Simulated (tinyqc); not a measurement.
Peak gain against injection: optical gain and spontaneous emission in a bulk direct-gap semiconductor.

Parabolic bands, vertical transitions, no excitons. For each hole band j: mr = me mj/(me + mj); joint density of states J_j(E) = (mr/c)^(3/2) sqrt(E - Eg)/(2 pi^2), both spins, c = hbar^2/2m0; averaged matrix element |e.p|^2 = m0 Ep/6; alpha_j(E) = 4 pi^2 alpha_f c Ep J_j/(3 nr E) in 1/angstrom (alpha_f the fine-structure constant, listed as alpha among the constants), times 1e8 for 1/cm.

F_j(eta) = (1/Gamma(j + 1)) integral_0^infinity x^j dx/(1 + exp(x - eta)), which tends to exp(eta) for eta << 0.

Quasi-Fermi levels: n = Nc F_1/2(Fc/kT) and p = Nv F_1/2(Fv/kT), Fc counted up from the conduction edge and Fv down from the valence edge; Nc, Nv from N = 2 (m kB T/(4 pi c))^(3/2) with c = hbar^2/2m0, in 1/angstrom^3; times 1e24 for 1/cm^3, with me and (mhh^(3/2) + mlh^(3/2))^(2/3).

For band j the electron sits at Ee = (E - Eg) mr/me above its edge and the hole at Eh = (E - Eg) mr/mj; fe = 1/(1 + exp((Ee - Fc)/kT)), fh = 1/(1 + exp((Eh - Fv)/kT)); gain g = sum_j alpha_j (fe + fh - 1).

Spontaneous rate: R = integral of (nr E/(hbar c))^2/(pi^2 hbar) sum_j alpha_j fe fh dE, with alpha in 1/cm and (nr E/(hbar c))^2 in 1/cm^2 (1e16 per 1/angstrom^2); B = R/(n p); lifetime n/R.

Constants: hbar^2/2m0 = 3.80998211 eV angstrom^2; fine-structure constant alpha = 0.007297352564; kB = 8.617333262e-05 eV/K; hbar = 6.58211957e-16 eV s; hbar c = 1973.269805 eV angstrom.

Inputs chosen for the exercise (near those of InP; not measured data):
- Eg = 1.304 eV (direct gap)
- me = 0.0791 m0 (electron mass)
- mhh = 0.598 m0 (heavy-hole mass)
- mlh = 0.0915 m0 (light-hole mass)
- Ep = 20.3 eV (Kane energy)
- nr = 3.39 (refractive index)
- T = 200 K

The peak is the largest g over E; a dash marks no gain.

Gain:
```
n (1/cm^3)  Fc (eV)  Fv (eV)  peak gain (1/cm)  peak E - Eg (eV)  B (cm^3/s)
4.3e+17      0.0144  -0.0469                 -                 -    2.14e-10
6.9e+17      0.0276  -0.0385                 -                 -    2.01e-10
9.9e+17      0.0394  -0.0320                45            0.0025    1.88e-10
1.2e+18      0.0465  -0.0285               167            0.0065    1.80e-10
1.5e+18      0.0558  -0.0244               367            0.0119    1.70e-10
2.0e+18      0.0695  -0.0190               704            0.0203    1.56e-10
2.6e+18      0.0842  -0.0139              1081            0.0292    1.43e-10
3.4e+18      0.1018  -0.0086              1527            0.0396    1.29e-10
```

transparency density (Fc + Fv = 0) = 8.61e+17 1/cm^3

What can be read from this table?

Gain starts at 8.61e+17 1/cm^3, where Fc = -Fv = 0.0346 eV: with Nv/Nc = 22 the electrons must be degenerate before the holes are. The slope of peak gain against n is 5.80e-16 cm^2 between the first two rows with gain and 5.58e-16 between the last two; the peak moves from 0.0025 to 0.0396 eV above the gap as the bands fill, and B falls by a factor 1.67. Line broadening and gap shrinkage are left out.

Computed by tinyqc, a small Python program: `OMP_NUM_THREADS=1 python tinyqc.py 1652725 1652726 out.jsonl` (the numbers bound the seed that draws the inputs); one thread of a shared host (Intel(R) Xeon(R) Processor @ 2.30GHz), about 0.1 s for the whole set of steps.
